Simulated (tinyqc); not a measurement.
Ground states by the convex hull: cluster expansion of a binary alloy: correlations, fit, cross-validation and ground states. Computed by tinyqc, a small Python program. Command: `OMP_NUM_THREADS=1 python tinyqc.py 3022306 3022307 out.jsonl clex walk`. One thread of a shared host (Intel(R) Xeon(R) Processor @ 2.30GHz), about 0.02 s of CPU time with the checks.

s = +1 for A and -1 for B. Energy per site E = J0 + J1 P(point) + sum over clusters of m V P, with P the mean product of spins; V > 0 on a pair favours unlike neighbours. Clusters per site m: pair 1 6, pair 2 3, pair 3 12, triplet 8; the triplet is the triangle of first neighbours. Formation energies are counted from the line between pure A and pure B, which removes J0 and J1.

Inputs (values chosen for the exercise, for a model alloy):

| quantity | value | unit |
|---|---|---|
| first-pair interaction V1 | 16.9 | meV |
| second-pair interaction V2 | -1.6 | meV |
| third-pair interaction V3 | 2.2 | meV |
| triplet interaction Vt | 0.49 | meV |
| noise amplitude | 0.47 | meV/site |

Lattice: fcc.

Method:
- Design matrix of formation energies: m (P - 1) for pairs and m (P(triplet) - P(point)) for the triplet; x = (1 - P(point))/2.
- Exact: X V with V = (V1, V2, V3, Vt). The data to fit add the noise amplitude times the normal numbers, standing for what the clusters leave out.
- Leave out pair 3: A = X^T X and b = X^T E (E being the data with noise) over these three columns; solve A V = b. The root-mean-square error runs over the structures between the pure ends.
- Height above the hull = E less the lowest straight line between two structures that bracket x (or the lowest structure at the same x). The three-term fit is X V with the fitted values.

correlations P, counted on periodic cells:
```
                      point    pair 1    pair 2    pair 3   triplet
A                   1.00000   1.00000   1.00000   1.00000   1.00000
A3B L1_2            0.50000   0.00000   1.00000   0.00000  -0.50000
A3B D0_22           0.50000   0.00000   0.66667   0.33333  -0.50000
A3B (001) layers    0.50000   0.33333   0.66667   0.00000   0.50000
A2B (001) layers    0.33333   0.11111   0.55556  -0.33333   0.33333
AB L1_0             0.00000  -0.33333   1.00000  -0.33333   0.00000
AB L1_1             0.00000   0.00000  -1.00000   0.00000   0.00000
A2B2 (001) layers   0.00000   0.33333   0.33333  -0.33333   0.00000
AB2 (001) layers   -0.33333   0.11111   0.55556  -0.33333  -0.33333
AB3 L1_2           -0.50000   0.00000   1.00000   0.00000   0.50000
AB3 D0_22          -0.50000   0.00000   0.66667   0.33333   0.50000
AB3 (001) layers   -0.50000   0.33333   0.66667   0.00000  -0.50000
B                  -1.00000   1.00000   1.00000   1.00000  -1.00000
```

standard normal numbers for the noise (0 for the pure ends): A 0.000, A3B L1_2 -0.255, A3B D0_22 1.319, A3B (001) layers 0.792, A2B (001) layers -0.668, AB L1_0 -0.133, AB L1_1 0.054, A2B2 (001) layers -0.101, AB2 (001) layers -0.185, AB3 L1_2 0.956, AB3 D0_22 -0.390, AB3 (001) layers 0.359, B 0.000

X:
```
                    pair 1   pair 2    pair 3  triplet
A                   0.0000   0.0000    0.0000   0.0000
A3B L1_2           -6.0000   0.0000  -12.0000  -8.0000
A3B D0_22          -6.0000  -1.0000   -8.0000  -8.0000
A3B (001) layers   -4.0000  -1.0000  -12.0000   0.0000
A2B (001) layers   -5.3333  -1.3333  -16.0000   0.0000
AB L1_0            -8.0000   0.0000  -16.0000   0.0000
AB L1_1            -6.0000  -6.0000  -12.0000   0.0000
A2B2 (001) layers  -4.0000  -2.0000  -16.0000   0.0000
AB2 (001) layers   -5.3333  -1.3333  -16.0000   0.0000
AB3 L1_2           -6.0000   0.0000  -12.0000   8.0000
AB3 D0_22          -6.0000  -1.0000   -8.0000   8.0000
AB3 (001) layers   -4.0000  -1.0000  -12.0000   0.0000
B                   0.0000   0.0000    0.0000   0.0000
```

fitted V1, V2, Vt (meV): 21.5167  -0.5689  0.4827

exact energies (meV/site): A 0.00, A3B L1_2 -131.72, A3B D0_22 -121.32, A3B (001) layers -92.40, A2B (001) layers -123.20, AB L1_0 -170.40, AB L1_1 -118.20, A2B2 (001) layers -99.60, AB2 (001) layers -123.20, AB3 L1_2 -123.88, AB3 D0_22 -113.48, AB3 (001) layers -92.40, B 0.00

Hull among these structures (meV/site):

| structure | x | exact E | above hull | fitted E | above hull, fit |
|---|---|---|---|---|---|
| A | 0.0000 | 0.00 | 0.000 | 0.00 | 0.000 |
| A3B L1_2 | 0.2500 | -131.72 | 0.000 | -132.96 | 0.000 |
| A3B D0_22 | 0.2500 | -121.32 | 10.400 | -132.39 | 0.569 |
| A3B (001) layers | 0.2500 | -92.40 | 39.320 | -85.50 | 47.464 |
| A2B (001) layers | 0.3333 | -123.20 | 21.413 | -114.00 | 32.022 |
| AB L1_0 | 0.5000 | -170.40 | 0.000 | -172.13 | 0.000 |
| AB L1_1 | 0.5000 | -118.20 | 52.200 | -125.69 | 46.447 |
| A2B2 (001) layers | 0.5000 | -99.60 | 70.800 | -84.93 | 87.205 |
| AB2 (001) layers | 0.6667 | -123.20 | 16.187 | -114.00 | 26.873 |
| AB3 L1_2 | 0.7500 | -123.88 | 0.000 | -125.24 | 0.000 |
| AB3 D0_22 | 0.7500 | -113.48 | 10.400 | -124.67 | 0.569 |
| AB3 (001) layers | 0.7500 | -92.40 | 31.480 | -85.50 | 39.741 |
| B | 1.0000 | 0.00 | 0.000 | 0.00 | 0.000 |

lowest exact formation energy = -170.4 meV/site

What follows from these numbers?

On the exact hull: A, A3B L1_2, AB L1_0, AB3 L1_2, B. The fit finds the same set. A structure at zero height may lie on a tie line without being a vertex, and structures outside this list could lie lower.

Extremes, crossings and ranges named in words are read from the listed rows.
